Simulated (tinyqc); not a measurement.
Chemically amplified photoresist: aerial image, acid generation, bake, development and line width: one step, computed by the program tinyqc.

Lines and spaces of pitch p with a two-beam-like image; x = 0 is the middle of the bright space. The resist is positive and treated as uniform in depth.

Question. Space width and dose latitude. Dose E(x) = E [1 + c cos(2 pi x/p)]; acid h = 1 - exp(-C E(x)). Bake: the acid image is blurred by a Gaussian of variance sigma^2 = 2 D t (each Fourier term k of h, taken on 64 points, is multiplied by exp(-4 pi^2 k^2 D t/p^2)). The quencher then removes q, h_eff = max(h_blurred - q, 0); protection m = exp(-k_amp t h_eff). Mack rate r = r_max (a + 1)(1 - m)^n/(a + (1 - m)^n) + r_min, a = ((n + 1)/(n - 1))(1 - m_th)^n. Edge: vertical development clears the film where r t_d >= d; the space width is twice the x where r = d/t_d. Dose sensitivity = d ln(width)/d ln E from widths at 1.005 E and E/1.005; image log-slope at the edge = |d ln E/dx|, normalised by the width (NILS); latitude for 10 % of width = 10 %/sensitivity.

Inputs (values chosen for the exercise, for a model resist at 13.5 nm):
```
quantity                                         value     unit
pitch p                                             30       nm
image contrast c                                  0.73        -
mean dose E                                       17.7  mJ/cm^2
Dill parameter C                                  0.02  cm^2/mJ
quencher load q, relative to the acid generator   0.14        -
acid diffusivity D                                0.05   nm^2/s
bake time t                                         90        s
amplification rate k_amp                         0.039      1/s
threshold protection m_th                          0.5        -
development selectivity n                           20        -
largest rate r_max                                1100     nm/s
smallest rate r_min                              0.076     nm/s
resist thickness d                                  24       nm
development time t_d                                30        s
```

Give: space width; dose sensitivity; NILS; dose latitude.

Answer.

space width = 16.88 nm

dose sensitivity = 0.8158

NILS = 2.951

dose latitude = 12.26 %

At the same width a resist without blur would give a sensitivity 2/NILS = 0.678; the blur multiplies it by 1.20. Caution: lateral development, standing waves and the joint diffusion of acid and quencher are left out, so widths are indicative.
